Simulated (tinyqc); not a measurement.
## Capacitances against the relative permittivity between the lines

Endless row of lines of width wl, height tl and space sl between grounded planes at distance hd; e2 fills the gaps beside the lines, e1 the rest. Laplace's equation is solved on meshes of 3, 6 and 12 steps per unit u and extrapolated (Aitken), which is good to about 0.2 %. C_even (all lines at 1 V) is the capacitance Cg to the planes; C_odd (neighbours in antiphase) = Cg + 4 Cc if only nearest neighbours couple, which defines Cc; total with quiet neighbours Cg + 2 Cc. Plate values 2 eps0 e1 wl/hd and eps0 e2 tl/sl.

Inputs (values chosen for the exercise):
- e1 = 2.4 (relative permittivity above and below the lines)
- wl = 6 u (line width, in units u)
- tl = 8 u (line height)
- sl = 6 u (space between lines)
- hd = 8 u (distance to each plane)

Constants: eps0 = 8.8541878128e-12 F/m. Results are converted to the units shown.

The same in every row: plate Cg (aF/um) = 31.9.

Result of one run:

| Cg (aF/um) | Cc (aF/um) | Cg + 2 Cc (aF/um) | C_odd (aF/um) | plate Cc (aF/um) | share of coupling, 2 Cc/(Cg + 2 Cc) (%) |
|---|---|---|---|---|---|
| 61.9 | 90.5 | 243 | 424 | 82.6 | 74.5 |

Which relative permittivity between the lines e2 gave this result: 1.5, 2.5, 5 or 7?

e2 = 7.

The whole series:

| e2 | Cg (aF/um) | Cc (aF/um) | Cg + 2 Cc (aF/um) | C_odd (aF/um) | plate Cc (aF/um) | share of coupling, 2 Cc/(Cg + 2 Cc) (%) |
|---|---|---|---|---|---|---|
| 1 | 58.0 | 19.8 | 97.7 | 137 | 11.8 | 40.6 |
| 1.5 | 58.9 | 25.7 | 110 | 162 | 17.7 | 46.6 |
| 2 | 59.5 | 31.6 | 123 | 186 | 23.6 | 51.5 |
| 2.5 | 60.0 | 37.5 | 135 | 210 | 29.5 | 55.5 |
| 3 | 60.4 | 43.3 | 147 | 234 | 35.4 | 58.9 |
| 3.9 | 60.9 | 54.0 | 169 | 277 | 46.0 | 63.9 |
| 5 | 61.4 | 66.9 | 195 | 329 | 59.0 | 68.6 |
| 7 | 61.9 | 90.5 | 243 | 424 | 82.6 | 74.5 |

As e2 goes from 1 to 7, Cg rises from 58.0 to 61.9 aF/um, Cc rises from 19.8 to 90.5 aF/um and the share of coupling rises from 40.6 to 74.5 %. Cg is 1.82 times its plate value in the first row and 1.94 times in the last; for Cc the ratios are 1.68 and 1.10. Neighbours in antiphase raise the load by a factor of 1.41 and 1.75 over quiet ones.

Program tinyqc, `OMP_NUM_THREADS=1 python tinyqc.py 2790218 2790219 out.jsonl`; Intel Xeon 2.30GHz, shared host, one thread, about 1 s.
